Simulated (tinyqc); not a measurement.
Inside a calculation. Model: rapid thermal processing of a wafer: radiative balance, ramp and cooling, pattern effects, pyrometer error and spike budget. Computed by tinyqc, a small Python program that keeps every step. Command: `OMP_NUM_THREADS=1 python tinyqc.py 3111343 3111344 out.jsonl rtp walk`. One thread of a shared host (Intel(R) Xeon(R) Processor @ 2.30GHz), about 0.04 s of CPU time with the checks. Intermediate numbers are printed to about 6 digits and carried at full precision; extremes and crossings named in words are read from the listed rows.

The wafer is opaque and uniform through its thickness unless said otherwise; temperatures in formulas are in kelvin (C + 273.15). sigma = 5.670374419e-12 W/(cm^2 K^4).

Inputs (values chosen for the exercise, modelled on a hot silicon wafer):
```
quantity                                              value         unit
wafer thickness d                                       725   micrometre
heat capacity per volume C                             2.13   J/(cm^3 K)
thermal conductivity k                                 0.26     W/(cm K)
emissivity eps of each face                            0.63            -
reflectivity of the chamber walls r                    0.27            -
gas heat-transfer coefficient h, both faces together   0.81  mW/(cm^2 K)
wall temperature T_w                                    700            K
process temperature                                    1050            C
starting temperature                                    450            C
ramp rate                                               180          K/s
relative change of absorptivity over a pattern          9.1            %
period of the pattern                                    11           mm
pyrometer wavelength                                   0.95   micrometre
error of the assumed emissivity                          10            %
activation energy of the process E_a                      4           eV
```

Constants: k_B = 8.617333262e-05 eV/K; h = 6.62607015e-34 J s; c = 299792458 m/s; k_B = 1.380649e-23 J/K.

## Power to hold and to ramp

Effective emissivity between parallel grey plates: eps_eff = 1/(1/eps + 1/(1 - r) - 1). Loss per area q(T) = 2 eps_eff sigma (T^4 - T_w^4) + h (T - T_w). Absorbed power during a ramp = q(T) + C d x ramp rate; thermal time constant tau = C d/(dq/dT), dq/dT = 8 eps_eff sigma T^3 + h; natural cooling rate q/(C d); front-to-back difference under one-sided heating at the end of the ramp = (absorbed power) d/(2 k).

eps_eff = 0.510943

holding power q = 16.8738 W/cm^2

power at the end of the ramp = 44.6703 W/cm^2

dq/dT = 54.5010 mW/(cm^2 K)

time constant tau = 2.83343 s

natural cooling rate = 109.269 K/s

front-to-back difference = 6.22807 K

Radiation carries 97 % of the loss. The ramp needs 2.6 times the holding power.

## Cooling curve

Cooling with the lamps off: C d dT/dt = -q(T), integrated adaptively (relative tolerance 1e-10).

Lamps off at t = 0:
```
t (s)    T (C)  cooling rate (K/s)
0.28   1020.84             99.3065
0.57    993.35             90.5038
1.10    948.99             77.4409
2.00    886.99             61.3772
2.80    842.15             51.2267
4.30    775.80             38.2489
7.10    689.92             24.6497
11.00   614.29             15.2473
```

The rate falls from 109 K/s at t = 0 to 15.2 K/s in the last row.

## Thermal budget of a spike

Spike anneal: linear ramp to the peak, then lamps off. Equivalent time at the peak = int exp(-(E_a/k_B)(1/T - 1/T_peak)) dt; estimate (k_B T^2/E_a)(1/ramp rate + 1/cooling rate). The ramp part uses 4000 trapezoid steps, the cooling part 4000 steps over 4 tau. Time within 50 K of the peak from the same curves.

equivalent time, ramp = 0.198510 s

equivalent time, cooling = 0.368858 s

equivalent time, total = 0.567368 s

estimate = 0.554708 s

time within 50 K of the peak = 0.775105 s

Cooling supplies 65 % of the budget.

## What a faster ramp buys

The formulas are those given above.

Against the ramp rate:
```
ramp (K/s)  ramp part (s)  cooling part (s)  total (s)  power at the peak (W/cm^2)
10                3.57318          0.368858    3.94204                      18.418
25                1.42927          0.368858    1.79813                      20.734
50                0.71464          0.368858    1.08349                      24.595
100               0.35732          0.368858    0.72618                      32.316
250               0.14293          0.368858    0.51179                      55.480
500               0.07146          0.368858    0.44032                      94.086
1000              0.03573          0.368858    0.40459                     171.299
```

From 10 to 100 K/s the total falls by a factor 5.4, from 100 to 1000 K/s by 1.79: the cooling part, 0.369 s, is a floor, and the natural cooling rate here is 109 K/s.

## Pattern effect

At steady state a sinusoidal change of absorbed power of relative amplitude a and period p gives the temperature amplitude a q/(dq/dT + k d (2 pi/p)^2); healing length l = sqrt(k d/(dq/dT)); process change = E_a dT/(k_B T^2). Emissivity is taken as unchanged.

healing length l = 5.88103 mm

amplitude without lateral conduction = 28.1741 K

amplitude = 2.29347 K

change of the process rate = 6.08083 %

Lateral conduction cuts the amplitude to 8.1 %, since p/(2 pi l) = 0.30.

## Pyrometer error

Signal proportional to eps/(exp(c2/(lambda T)) - 1), c2 = h c/k_B. If the assumed emissivity is too high by the given error, the reading T' solves (1 + error)/(exp(c2/(lambda T')) - 1) = 1/(exp(c2/(lambda T)) - 1). Wien estimate: T' - T = -lambda T^2 ln(1 + error)/c2. Process rates go as exp(-E_a/(k_B T)).

c2 = 14387.8 micrometre K

c2/(lambda T) = 11.4462

reading less true temperature = -10.9265 K

Wien estimate = -11.0176 K

rate at T over rate at T', less 1 = 33.9255 %

Checks made by the program: cooling time against quadrature of C d dT/q (relative difference 4e-08).
